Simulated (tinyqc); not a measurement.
Which input was changed? Model: electromigration in a confined line: Blech product, Korhonen stress evolution and Black's law. Computed by tinyqc, a small Python program. Command: `OMP_NUM_THREADS=1 python tinyqc.py 3019007 3019008 out.jsonl emigr which`. One thread of a shared host (Intel(R) Xeon(R) Processor @ 2.30GHz), about 0.02 s of CPU time with the checks.

The electron wind pushes atoms from the cathode (x = 0) to the anode (x = L); blocking ends build a back stress (tension positive). The input rho is taken not to change with temperature. d sigma/dt = d/dx [kappa (d sigma/dx + G)], with zero flux at both ends and sigma = 0 at t = 0.

Inputs (values chosen for the exercise, close to those used for copper lines):
```
quantity                      value          unit
resistivity rho                 3.7  micro-ohm cm
atomic volume Omega            11.8    angstrom^3
effective charge number Z*      1.9             -
prefactor D0                2.1e-08         m^2/s
activation energy E           0.823            eV
effective modulus B              21           GPa
critical stress sigma_c         110           MPa
current density j               1.9       MA/cm^2
line length L                    34            um
test temperature T              330             C
use temperature T_u              85             C
use current density j_u         1.7       MA/cm^2
current exponent n                2             -
```

Start: stress-free.

Constants: e = 1.602176634e-19 C; k_B = 8.617333262e-05 eV/K; k_B = 1.380649e-23 J/K.

Method:
- G = Z* e rho j/Omega; D = D0 exp(-E/(k_B T)); kappa = D B Omega/(k_B T); drift velocity of an unconfined line v = D Z* e rho j/(k_B T). SI: 1 micro-ohm cm = 1e-8 ohm m, 1 MA/cm^2 = 1e10 A/m^2.
- Temperatures in kelvin are T(C) + 273.15.
- At steady state sigma(x) = G (L/2 - x). A void forms only if the cathode stress reaches sigma_c, that is if j L exceeds (j L)_c = 2 Omega (sigma_c)/(Z* e rho). Time scale tau = L^2/kappa.
- Median life t50 = A j^(-n) exp(E/(k_B T)); acceleration factor = t50(use)/t50(test) = (j/j_u)^n exp[(E/k_B)(1/T_u - 1/T)].

Question. One of these inputs alone was changed, within the range given: effective charge number Z* (0.95 to 3.8); prefactor D0 (1.05e-08 to 4.2e-08); current density j (0.95 to 3.8); line length L (17 to 68). Which one, and to what value?

Results:
```
run     acceleration factor  critical product (j L)_c (A/cm)   tau (h)
before             63215.44                         2304.830  3.869331
after              74310.54                         2304.830  3.869331
```

Answer.

Each candidate set to reproduce acceleration factor, and what it then gives:
```
candidate                         range searched  value needed  critical product (j L)_c (A/cm)  tau (h)
effective charge number Z*           0.95 to 3.8     no effect                                -        -
prefactor D0 (m^2/s)         1.05e-08 to 4.2e-08     no effect                                -        -
current density j (MA/cm^2)          0.95 to 3.8         2.060                           2304.8   3.8693
line length L (um)                      17 to 68     no effect                                -        -
```

Only current density j fits every result: it went from 1.9 to 2.06 MA/cm^2. No other candidate reaches the first result within its range.
